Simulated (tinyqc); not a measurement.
Changing the hopping xi: Gupta-type many-body potential for a metal. Computed by tinyqc, a small Python program. Command: `OMP_NUM_THREADS=1 python tinyqc.py 3011458 3011459 out.jsonl gupta sweep`. One thread of a shared host (Intel(R) Xeon(R) Processor @ 2.30GHz), about 0.02 s of CPU time with the checks.

E_i = sum_j A exp(-p (r_ij/r0 - 1)) - xi rho_i^gamma, with rho_i = sum_j exp(-2 q (r_ij/r0 - 1)); gamma = 1/2 is the tight-binding second-moment form. The crystal is fcc unless stated; d is the neighbour distance and a fixed number of shells is kept.

Inputs (values chosen for the exercise, modelled on nickel):

| quantity | value | unit |
|---|---|---|
| repulsion A | 0.0393 | eV |
| decay p | 17.2 | - |
| decay q | 1.19 | - |
| reference distance r0 | 2.491 | angstrom |
| shells kept | 2 | - |
| embedding exponent gamma | 0.5 | - |

Constants: 1 eV/angstrom^3 = 160.2176634 GPa.

Method:
- fcc shells: d sqrt(k), k = 1..5, with 12, 6, 24, 12, 24 atoms; Omega = d^3/sqrt2.
- Equilibrium: dE/dd = 0; B = d^2 E''(d)/(9 Omega).
- Repulsion and density of one neighbour in each shell, and their sums.
- Each neighbour j of the vacancy loses one repulsive term and one density term: E_v = sum_shells count x {-repulsion - xi [(rho - density)^gamma - rho^gamma]}. (The removed atom returns to a bulk-like site, so its own energy cancels.)

One run for each value:

| hopping xi (eV) | cohesive energy E_c (eV) | neighbour distance d (angstrom) | bulk modulus B (GPa) | vacancy energy E_v (eV) |
|---|---|---|---|---|
| 0.763 | 2.5029 | 2.6163 | 84.16 | 1.1745 |
| 0.872 | 2.8910 | 2.5954 | 98.03 | 1.3565 |
| 0.981 | 3.2829 | 2.5769 | 112.16 | 1.5403 |
| 1.090 | 3.6783 | 2.5604 | 126.52 | 1.7258 |
| 1.200 | 4.0805 | 2.5453 | 141.23 | 1.9144 |
| 1.310 | 4.4857 | 2.5316 | 156.14 | 2.1044 |
| 1.420 | 4.8937 | 2.5189 | 171.24 | 2.2957 |
| 1.530 | 5.3041 | 2.5072 | 186.51 | 2.4881 |

Over the rows, cohesive energy E_c (eV) rises from 2.50 to 5.30 (exponent d ln y / d ln x about 1.1 throughout); neighbour distance d (angstrom) falls from 2.62 to 2.51 (exponent d ln y / d ln x about -0.061 throughout); bulk modulus B (GPa) rises from 84.2 to 187 (exponent d ln y / d ln x about 1.1 throughout). With one shell E_c scales exactly as xi^(p/(p - 2 q gamma)), exponent 1.074: stronger attraction also shortens the bonds.
